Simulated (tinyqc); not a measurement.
Worked calculation: CID on RHF in the sto-3g basis, for H2, spin multiplicity 1. One step of it, computed by the program tinyqc.

Question. CID: roots. Diagonalise (each vector has its largest component positive (the first on a tie)); all determinants have Ms = 0, so triplets appear too. The lowest singlet root is the correlation energy.

Occupation strings over the orbitals (2 doubly, a alpha, b beta, 0 empty; spin orbitals ordered 1a 1b 2a 2b ...): 20 02

H - E(HF) between determinants (hartree):
```
          20        02
20  0.000000  0.176635
02  0.176635  1.804209
```

Give: lowest roots of this matrix, relative to E(HF); lowest vectors; <S^2> of these roots; weight of the ground state by excitation level 0, 1, 2, ....

Answer.

lowest roots of this matrix, relative to E(HF) (hartree): -0.017  1.821

lowest vectors:
```
    root 1  root 2
20   0.995   0.097
02  -0.097   0.995
```

<S^2> of these roots: 0.000  0.000

weight of the ground state by excitation level 0, 1, 2, ...: 0.991  0.000  0.009
